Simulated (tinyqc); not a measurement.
RHF in the sto-3g basis, for BeH2, spin multiplicity 1, step by step (part 1 of 2). Computed by tinyqc, a small Python program that keeps every step (integrals from PySCF). Settings: charge = 0, multiplicity = 1, basis = sto-3g, energy threshold = 1e-09, iteration cap = 70, orthogonalisation = symmetric, start = Wolfsberg-Helmholz matrix, DIIS depth = 3, method = RHF. Command: `OMP_NUM_THREADS=1 python tinyqc.py 24008 24009 out.jsonl` (the two numbers bound the seeds that draw the settings). One thread of a shared host (Intel(R) Xeon(R) Processor @ 2.60GHz), about 0.06 s of CPU time with the checks. Later iterations appear only in the table of the cycle.

## One-electron integrals

Geometry (angstrom):
```
atom         x          y         z
Be    0.000000   0.000000  0.000000
H     0.000000   1.334000  0.138000
H     0.000000  -1.334000  0.138000
```

Basis sto-3g: exponents (1/bohr^2) and contraction coefficients of normalised primitives:
```
element  l (shell)   exponent  coefficient
Be           s (1)  30.167871     0.154329
Be           s (1)   5.495115     0.535328
Be           s (1)   1.487193     0.444635
Be           s (2)   1.314833    -0.099967
Be           s (2)   0.305539     0.399513
Be           s (2)   0.099371     0.700115
Be           p (3)   1.314833     0.155916
Be           p (3)   0.305539     0.607684
Be           p (3)   0.099371     0.391957
H            s (1)   3.425251     0.154329
H            s (1)   0.623914     0.535328
H            s (1)   0.168855     0.444635
```

Overlap, kinetic and nuclear-attraction integrals over the contracted functions; the nuclear repulsion is the sum of Za Zb / Rab.

nuclear repulsion = 3.35497334 hartree

overlap S, lower triangle:
```
           1Be 1s    1Be 2s   1Be 2px    1Be 2py   1Be 2pz     2H 1s     3H 1s
1Be 1s   1.000000
1Be 2s   0.259517  1.000000
1Be 2px  0.000000  0.000000  1.000000
1Be 2py  0.000000  0.000000  0.000000   1.000000
1Be 2pz  0.000000  0.000000  0.000000   0.000000  1.000000
2H 1s    0.069315  0.459511  0.000000   0.522795  0.054082  1.000000
3H 1s    0.069315  0.459511  0.000000  -0.522795  0.054082  0.035888  1.000000
```

kinetic energy T (hartree), lower triangle:
```
            1Be 1s    1Be 2s   1Be 2px    1Be 2py   1Be 2pz      2H 1s     3H 1s
1Be 1s    6.693975
1Be 2s   -0.033012  0.211111
1Be 2px   0.000000  0.000000  0.660592
1Be 2py   0.000000  0.000000  0.000000   0.660592
1Be 2pz   0.000000  0.000000  0.000000   0.000000  0.660592
2H 1s    -0.016363  0.068941  0.000000   0.192530  0.019917   0.760032
3H 1s    -0.016363  0.068941  0.000000  -0.192530  0.019917  -0.009471  0.760032
```

nuclear attraction V (hartree), lower triangle:
```
             1Be 1s     1Be 2s    1Be 2px    1Be 2py    1Be 2pz      2H 1s      3H 1s
1Be 1s   -15.350250
1Be 2s    -2.104045  -3.051249
1Be 2px    0.000000   0.000000  -2.955295
1Be 2py    0.000000   0.000000   0.000000  -3.185792
1Be 2pz   -0.003698  -0.030518   0.000000   0.000000  -2.957762
2H 1s     -0.561402  -1.362776   0.000000  -1.516114  -0.160448  -2.990825
3H 1s     -0.561402  -1.362776   0.000000   1.516114  -0.160448  -0.123804  -2.990825
```

core Hamiltonian H = T + V (hartree), lower triangle:
```
            1Be 1s     1Be 2s    1Be 2px    1Be 2py    1Be 2pz      2H 1s      3H 1s
1Be 1s   -8.656275
1Be 2s   -2.137057  -2.840138
1Be 2px   0.000000   0.000000  -2.294703
1Be 2py   0.000000   0.000000   0.000000  -2.525200
1Be 2pz  -0.003698  -0.030518   0.000000   0.000000  -2.297170
2H 1s    -0.577765  -1.293835   0.000000  -1.323584  -0.140531  -2.230793
3H 1s    -0.577765  -1.293835   0.000000   1.323584  -0.140531  -0.133275  -2.230793
```

## Two-electron integrals

Functions are numbered as in S; the eight-fold symmetry (ij|kl) = (ji|kl) = (kl|ij) leaves the list below.

Two-electron integrals (ij|kl) in chemists' order, unique and non-zero (hartree):
```
(11|11) 2.298831    (21|11) 0.392036    (21|21) 0.079539    (22|11) 0.570988
(22|21) 0.143041    (22|22) 0.417683    (31|31) 0.014607    (32|31) 0.021888
(32|32) 0.092265    (33|11) 0.569578    (33|21) 0.143083    (33|22) 0.417589
(33|33) 0.449859    (41|41) 0.014607    (42|41) 0.021888    (42|42) 0.092265
(43|43) 0.024249    (44|11) 0.569578    (44|21) 0.143083    (44|22) 0.417589
(44|33) 0.401360    (44|44) 0.449859    (51|51) 0.014607    (52|51) 0.021888
(52|52) 0.092265    (53|53) 0.024249    (54|54) 0.024249    (55|11) 0.569578
(55|21) 0.143083    (55|22) 0.417589    (55|33) 0.401360    (55|44) 0.401360
(55|55) 0.449859    (61|11) 0.103688    (61|21) 0.021016    (61|22) 0.038058
(61|33) 0.037780    (61|41) 0.001879    (61|42) 0.003506    (61|44) 0.038627
(61|51) 0.000194    (61|52) 0.000363    (61|54) 0.000088    (61|55) 0.037789
(61|61) 0.005832    (62|11) 0.226278    (62|21) 0.057380    (62|22) 0.179462
(62|33) 0.172967    (62|41) 0.007511    (62|42) 0.043904    (62|44) 0.192088
(62|51) 0.000777    (62|52) 0.004542    (62|54) 0.001978    (62|55) 0.173172
(62|61) 0.016748    (62|62) 0.109987    (63|31) 0.005581    (63|32) 0.025299
(63|43) 0.007841    (63|53) 0.000811    (63|63) 0.010859    (64|11) 0.232813
(64|21) 0.059811    (64|22) 0.196334    (64|33) 0.184727    (64|41) 0.012318
(64|42) 0.068655    (64|44) 0.219146    (64|51) 0.000697    (64|52) 0.004485
(64|54) 0.002749    (64|55) 0.184928    (64|61) 0.018353    (64|62) 0.137547
(64|64) 0.178941    (65|11) 0.024084    (65|21) 0.006187    (65|22) 0.020310
(65|33) 0.019110    (65|41) 0.000697    (65|42) 0.004485    (65|44) 0.021048
(65|51) 0.005653    (65|52) 0.025763    (65|54) 0.008042    (65|55) 0.020753
(65|61) 0.001899    (65|62) 0.014229    (65|64) 0.017388    (65|65) 0.012658
(66|11) 0.390895    (66|21) 0.100981    (66|22) 0.351596    (66|33) 0.326066
(66|41) 0.016404    (66|42) 0.120378    (66|44) 0.401563    (66|51) 0.001697
(66|52) 0.012453    (66|54) 0.007810    (66|55) 0.326874    (66|61) 0.030441
(66|62) 0.267551    (66|64) 0.356864    (66|65) 0.036917    (66|66) 0.774606
(71|11) 0.103688    (71|21) 0.021016    (71|22) 0.038058    (71|33) 0.037780
(71|41) -0.001879   (71|42) -0.003506   (71|44) 0.038627    (71|51) 0.000194
(71|52) 0.000363    (71|54) -0.000088   (71|55) 0.037789    (71|61) 0.005317
(71|62) 0.014145    (71|64) 0.014125    (71|65) 0.001612    (71|66) 0.024474
(71|71) 0.005832    (72|11) 0.226278    (72|21) 0.057380    (72|22) 0.179462
(72|33) 0.172967    (72|41) -0.007511   (72|42) -0.043904   (72|44) 0.192088
(72|51) 0.000777    (72|52) 0.004542    (72|54) -0.001978   (72|55) 0.173172
(72|61) 0.014145    (72|62) 0.060295    (72|64) 0.059364    (72|65) 0.007679
(72|66) 0.109292    (72|71) 0.016748    (72|72) 0.109987    (73|31) 0.005581
(73|32) 0.025299    (73|43) -0.007841   (73|53) 0.000811    (73|63) 0.004878
(73|73) 0.010859    (74|11) -0.232813   (74|21) -0.059811   (74|22) -0.196334
(74|33) -0.184727   (74|41) 0.012318    (74|42) 0.068655    (74|44) -0.219146
(74|51) -0.000697   (74|52) -0.004485   (74|54) 0.002749    (74|55) -0.184928
(74|61) -0.014125   (74|62) -0.059364   (74|64) -0.055487   (74|65) -0.007435
(74|66) -0.105238   (74|71) -0.018353   (74|72) -0.137547   (74|74) 0.178941
(75|11) 0.024084    (75|21) 0.006187    (75|22) 0.020310    (75|33) 0.019110
(75|41) -0.000697   (75|42) -0.004485   (75|44) 0.021048    (75|51) 0.005653
(75|52) 0.025763    (75|54) -0.008042   (75|55) 0.020753    (75|61) 0.001612
(75|62) 0.007679    (75|64) 0.007435    (75|65) 0.005833    (75|66) 0.014287
(75|71) 0.001899    (75|72) 0.014229    (75|74) -0.017388   (75|75) 0.012658
(76|11) 0.022617    (76|21) 0.005593    (76|22) 0.015754    (76|33) 0.015485
(76|44) 0.016236    (76|51) 0.000147    (76|52) 0.000697    (76|55) 0.015532
(76|61) 0.001497    (76|62) 0.006982    (76|64) 0.007762    (76|65) 0.000985
(76|66) 0.014096    (76|71) 0.001497    (76|72) 0.006982    (76|74) -0.007762
(76|75) 0.000985    (76|76) 0.000610    (77|11) 0.390895    (77|21) 0.100981
(77|22) 0.351596    (77|33) 0.326066    (77|41) -0.016404   (77|42) -0.120378
(77|44) 0.401563    (77|51) 0.001697    (77|52) 0.012453    (77|54) -0.007810
(77|55) 0.326874    (77|61) 0.024474    (77|62) 0.109292    (77|64) 0.105238
(77|65) 0.014287    (77|66) 0.198295    (77|71) 0.030441    (77|72) 0.267551
(77|74) -0.356864   (77|75) 0.036917    (77|76) 0.014096    (77|77) 0.774606
```

## Orthogonalisation

S = U s U^T; symmetric (Loewdin) form X = U s^(-1/2) U^T, so that X^T S X = 1.

eigenvalues of S: 0.242494  0.341183  0.927446  1.000000  1.010897  1.721618  1.756361

X, lower triangle:
```
            1Be 1s     1Be 2s   1Be 2px    1Be 2py    1Be 2pz      2H 1s     3H 1s
1Be 1s    1.028391
1Be 2s   -0.153264   1.261432
1Be 2px   0.000000   0.000000  1.000000
1Be 2py   0.000000   0.000000  0.000000   1.381035
1Be 2pz  -0.002035   0.027121  0.000000   0.000000   1.003132
2H 1s     0.018004  -0.316904  0.000000  -0.448379  -0.036723   1.309201
3H 1s     0.018004  -0.316904  0.000000   0.448379  -0.036723  -0.102614  1.309201
```

## Starting guess

The start is the generalised Wolfsberg-Helmholz matrix (K = 1.75) built on H; D = 2 C_occ C_occ^T.

D at the start, lower triangle:
```
            1Be 1s    1Be 2s   1Be 2px    1Be 2py   1Be 2pz     2H 1s     3H 1s
1Be 1s    2.049455
1Be 2s   -0.142256  0.644888
1Be 2px   0.000000  0.000000  0.000000
1Be 2py   0.000000  0.000000  0.000000   0.706879
1Be 2pz  -0.028450  0.069881  0.000000   0.000000  0.007657
2H 1s    -0.211195  0.434771  0.000000   0.404713  0.047857  0.531412
3H 1s    -0.211195  0.434771  0.000000  -0.404713  0.047857  0.067988  0.531412
```

## Iteration 1: building the Fock matrix

J_ij = sum D_kl (ij|kl), K_ij = sum D_kl (ik|jl); F = H + J - 0.5 K; E = tr D H + tr D J / 2 - 0.25 tr D K + E_nn.

Coulomb J (hartree), lower triangle:
```
           1Be 1s    1Be 2s   1Be 2px    1Be 2py   1Be 2pz     2H 1s     3H 1s
1Be 1s   6.480970
1Be 2s   1.263444  2.674759
1Be 2px  0.000000  0.000000  2.602950
1Be 2py  0.000000  0.000000  0.000000   2.806203
1Be 2pz  0.007449  0.044764  0.000000   0.000000  2.605173
2H 1s    0.336865  1.198562  0.000000   1.339904  0.145787  2.489488
3H 1s    0.336865  1.198562  0.000000  -1.339904  0.145787  0.105302  2.489488
```

exchange K (hartree), lower triangle:
```
            1Be 1s    1Be 2s   1Be 2px    1Be 2py   1Be 2pz     2H 1s     3H 1s
1Be 1s    4.620498
1Be 2s    0.826087  0.918266
1Be 2px   0.000000  0.000000  0.164872
1Be 2py   0.000000  0.000000  0.000000   1.048312
1Be 2pz  -0.002621  0.090043  0.000000   0.000000  0.175060
2H 1s     0.220299  0.636055  0.000000   0.698533  0.077685  1.131889
3H 1s     0.220299  0.636055  0.000000  -0.698533  0.077685  0.048762  1.131889
```

Fock matrix F (hartree), lower triangle:
```
            1Be 1s     1Be 2s   1Be 2px    1Be 2py    1Be 2pz      2H 1s      3H 1s
1Be 1s   -4.485554
1Be 2s   -1.286657  -0.624511
1Be 2px   0.000000   0.000000  0.225810
1Be 2py   0.000000   0.000000  0.000000  -0.243154
1Be 2pz   0.005061  -0.030775  0.000000   0.000000   0.220473
2H 1s    -0.351049  -0.413300  0.000000  -0.332947  -0.033586  -0.307249
3H 1s    -0.351049  -0.413300  0.000000   0.332947  -0.033586  -0.052354  -0.307249
```

total energy of this density = -15.54362424 hartree

## Iteration 1: diagonalisation and new density

Diagonalise F' = X^T F X, C = X C', fill 3 alpha and 3 beta electrons from the bottom; D = 2 C_occ C_occ^T. Each column has its largest component positive (the first on a tie).

F' = X^T F X (hartree), lower triangle:
```
           1          2         3          4          5          6         7
1  -4.374651
2  -0.695409  -0.081981
3   0.000000   0.000000  0.225810
4   0.000000   0.000000  0.000000   0.258432
5   0.005945   0.006184  0.000000   0.000000   0.225346
6  -0.053240  -0.335708  0.000000  -0.471119  -0.040769   0.110726
7  -0.053240  -0.335708  0.000000   0.471119  -0.040769  -0.126500  0.110726
```

orbital energies (hartree): MO1 -4.489478, MO2 -0.450988, MO3 -0.418518, MO4 0.219753, MO5 0.225810, MO6 0.473653, MO7 0.914176

coefficients C:
```
               MO1        MO2        MO3        MO4       MO5        MO6        MO7
1Be 1s    0.991119  -0.222821   0.000000   0.050407  0.000000  -0.217311   0.000000
1Be 2s    0.034666   0.551510   0.000000  -0.218981  0.000000   1.209535   0.000000
1Be 2px   0.000000   0.000000   0.000000   0.000000  1.000000   0.000000   0.000000
1Be 2py   0.000000   0.000000   0.516807   0.000000  0.000000   0.000000   1.429076
1Be 2pz  -0.000475   0.037840   0.000000   0.977435  0.000000   0.229999   0.000000
2H 1s    -0.004097   0.397325   0.396982   0.084649  0.000000  -0.815462  -1.019833
3H 1s    -0.004097   0.397325  -0.396982   0.084649  0.000000  -0.815462   1.019833
```

D after iteration 1, lower triangle:
```
            1Be 1s    1Be 2s   1Be 2px    1Be 2py   1Be 2pz     2H 1s     3H 1s
1Be 1s    2.063931
1Be 2s   -0.177059  0.610731
1Be 2px   0.000000  0.000000  0.000000
1Be 2py   0.000000  0.000000  0.000000   0.534179
1Be 2pz  -0.017804  0.041706  0.000000   0.000000  0.002864
2H 1s    -0.185186  0.437973  0.000000   0.410326  0.030074  0.630956
3H 1s    -0.185186  0.437973  0.000000  -0.410326  0.030074  0.000578  0.630956
```

## Iteration 2: building the Fock matrix

As before.

Coulomb J (hartree), lower triangle:
```
           1Be 1s    1Be 2s   1Be 2px    1Be 2py   1Be 2pz     2H 1s     3H 1s
1Be 1s   6.458335
1Be 2s   1.256475  2.661779
1Be 2px  0.000000  0.000000  2.587496
1Be 2py  0.000000  0.000000  0.000000   2.798270
1Be 2pz  0.006488  0.040781  0.000000   0.000000  2.589533
2H 1s    0.335017  1.198171  0.000000   1.343086  0.144854  2.508108
3H 1s    0.335017  1.198171  0.000000  -1.343086  0.144854  0.104861  2.508108
```

exchange K (hartree), lower triangle:
```
            1Be 1s    1Be 2s   1Be 2px    1Be 2py   1Be 2pz     2H 1s     3H 1s
1Be 1s    4.632708
1Be 2s    0.815336  0.901517
1Be 2px   0.000000  0.000000  0.158632
1Be 2py   0.000000  0.000000  0.000000   1.016033
1Be 2pz  -0.001121  0.072750  0.000000   0.000000  0.165609
2H 1s     0.222076  0.639575  0.000000   0.704275  0.068452  1.176584
3H 1s     0.222076  0.639575  0.000000  -0.704275  0.068452  0.044807  1.176584
```

Fock matrix F (hartree), lower triangle:
```
            1Be 1s     1Be 2s   1Be 2px    1Be 2py    1Be 2pz      2H 1s      3H 1s
1Be 1s   -4.514294
1Be 2s   -1.288250  -0.629117
1Be 2px   0.000000   0.000000  0.213477
1Be 2py   0.000000   0.000000  0.000000  -0.234947
1Be 2pz   0.003351  -0.026113  0.000000   0.000000   0.209558
2H 1s    -0.353785  -0.415451  0.000000  -0.332636  -0.029904  -0.310976
3H 1s    -0.353785  -0.415451  0.000000   0.332636  -0.029904  -0.050817  -0.310976
```

total energy of this density = -15.55756760 hartree

## Iteration 2: DIIS over 2 matrices

error matrix X^T (FDS - SDF) X:
```
           1          2         3          4          5          6          7
1   0.000000  -0.012880  0.000000   0.000000   0.004624   0.008888   0.008888
2   0.012880   0.000000  0.000000   0.000000  -0.007457  -0.002349  -0.002349
3   0.000000   0.000000  0.000000   0.000000   0.000000   0.000000   0.000000
4   0.000000   0.000000  0.000000   0.000000   0.000000   0.014634  -0.014634
5  -0.004624   0.007457  0.000000   0.000000   0.000000   0.005579   0.005579
6  -0.008888   0.002349  0.000000  -0.014634  -0.005579   0.000000   0.000000
7  -0.008888   0.002349  0.000000   0.014634  -0.005579   0.000000   0.000000
```

B (overlaps of the stored error matrices):
```
               1              2
1  1.0970986e-01  1.2781728e-02
2  1.2781728e-02  1.8049652e-03
```

Minimise |sum c_i e_i|^2 with sum c_i = 1: solve [B -1; -1 0][c; lambda] = [0; -1] with B_ij = tr e_i^T e_j, and take F = sum c_i F_i.

DIIS coefficients: -0.127709  1.127709

extrapolated F (hartree), lower triangle:
```
            1Be 1s     1Be 2s   1Be 2px    1Be 2py    1Be 2pz      2H 1s      3H 1s
1Be 1s   -4.517965
1Be 2s   -1.288454  -0.629706
1Be 2px   0.000000   0.000000  0.211901
1Be 2py   0.000000   0.000000  0.000000  -0.233898
1Be 2pz   0.003132  -0.025517  0.000000   0.000000   0.208164
2H 1s    -0.354135  -0.415726  0.000000  -0.332596  -0.029433  -0.311452
3H 1s    -0.354135  -0.415726  0.000000   0.332596  -0.029433  -0.050621  -0.311452
```

## Iteration 2: diagonalisation and new density

As before.

F' = X^T F X (hartree), lower triangle:
```
           1          2         3          4          5          6         7
1  -4.408677
2  -0.690039  -0.087305
3   0.000000   0.000000  0.211901
4   0.000000   0.000000  0.000000   0.272828
5   0.003567   0.010149  0.000000   0.000000   0.212640
6  -0.056821  -0.336355  0.000000  -0.472267  -0.036960   0.105379
7  -0.056821  -0.336355  0.000000   0.472267  -0.036960  -0.122850  0.105379
```

orbital energies (hartree): MO1 -4.521416, MO2 -0.455138, MO3 -0.417730, MO4 0.206785, MO5 0.211901, MO6 0.468956, MO7 0.918788

coefficients C:
```
               MO1        MO2        MO3        MO4       MO5        MO6        MO7
1Be 1s    0.991754  -0.222932   0.000000   0.045707  0.000000  -0.215327   0.000000
1Be 2s    0.031761   0.556434   0.000000  -0.203885  0.000000   1.209999   0.000000
1Be 2px   0.000000   0.000000   0.000000   0.000000  1.000000   0.000000   0.000000
1Be 2py   0.000000   0.000000   0.504309   0.000000  0.000000   0.000000   1.433534
1Be 2pz  -0.000226   0.028192   0.000000   0.979530  0.000000   0.222344   0.000000
2H 1s    -0.002855   0.394633   0.405872   0.082437  0.000000  -0.817000  -1.016328
3H 1s    -0.002855   0.394633  -0.405872   0.082437  0.000000  -0.817000   1.016328
```

D after iteration 2, lower triangle:
```
            1Be 1s    1Be 2s   1Be 2px    1Be 2py   1Be 2pz      2H 1s     3H 1s
1Be 1s    2.066551
1Be 2s   -0.185096  0.621255
1Be 2px   0.000000  0.000000  0.000000
1Be 2py   0.000000  0.000000  0.000000   0.508655
1Be 2pz  -0.013018  0.031360  0.000000   0.000000  0.001590
2H 1s    -0.181616  0.438993  0.000000   0.409369  0.022252   0.640950
3H 1s    -0.181616  0.438993  0.000000  -0.409369  0.022252  -0.017977  0.640950
```

## Iteration 7 (converged): orbitals

converged F (hartree), lower triangle:
```
            1Be 1s     1Be 2s   1Be 2px    1Be 2py    1Be 2pz      2H 1s      3H 1s
1Be 1s   -4.516805
1Be 2s   -1.288057  -0.631366
1Be 2px   0.000000   0.000000  0.212075
1Be 2py   0.000000   0.000000  0.000000  -0.233020
1Be 2pz   0.002314  -0.024148  0.000000   0.000000   0.208800
2H 1s    -0.353967  -0.416008  0.000000  -0.332491  -0.027655  -0.311592
3H 1s    -0.353967  -0.416008  0.000000   0.332491  -0.027655  -0.050046  -0.311592
```

As before.

F' = X^T F X (hartree), lower triangle:
```
           1          2         3          4          5          6         7
1  -4.407595
2  -0.689560  -0.089463
3   0.000000   0.000000  0.212075
4   0.000000   0.000000  0.000000   0.273954
5   0.002575   0.010875  0.000000   0.000000   0.213097
6  -0.056705  -0.336333  0.000000  -0.472110  -0.035299   0.104955
7  -0.056705  -0.336333  0.000000   0.472110  -0.035299  -0.121935  0.104955
```

orbital energies (hartree): MO1 -4.520253, MO2 -0.455742, MO3 -0.417657, MO4 0.207311, MO5 0.212075, MO6 0.467743, MO7 0.918502

coefficients C:
```
               MO1        MO2        MO3        MO4       MO5        MO6        MO7
1Be 1s    0.991752  -0.223327   0.000000   0.044098  0.000000  -0.215264   0.000000
1Be 2s    0.031788   0.558503   0.000000  -0.198430  0.000000   1.209951   0.000000
1Be 2px   0.000000   0.000000   0.000000   0.000000  1.000000   0.000000   0.000000
1Be 2py   0.000000   0.000000   0.502979   0.000000  0.000000   0.000000   1.434001
1Be 2pz  -0.000058   0.024634   0.000000   0.980235  0.000000   0.219642   0.000000
2H 1s    -0.002888   0.393443   0.406814   0.081733  0.000000  -0.817644  -1.015951
3H 1s    -0.002888   0.393443  -0.406814   0.081733  0.000000  -0.817644   1.015951
```

D after iteration 7, lower triangle:
```
            1Be 1s    1Be 2s   1Be 2px    1Be 2py   1Be 2pz      2H 1s     3H 1s
1Be 1s    2.066895
1Be 2s   -0.186407  0.625873
1Be 2px   0.000000  0.000000  0.000000
1Be 2py   0.000000  0.000000  0.000000   0.505976
1Be 2pz  -0.011118  0.027513  0.000000   0.000000  0.001214
2H 1s    -0.181462  0.439295  0.000000   0.409238  0.019385   0.640607
3H 1s    -0.181462  0.439295  0.000000  -0.409238  0.019385  -0.021384  0.640607
```
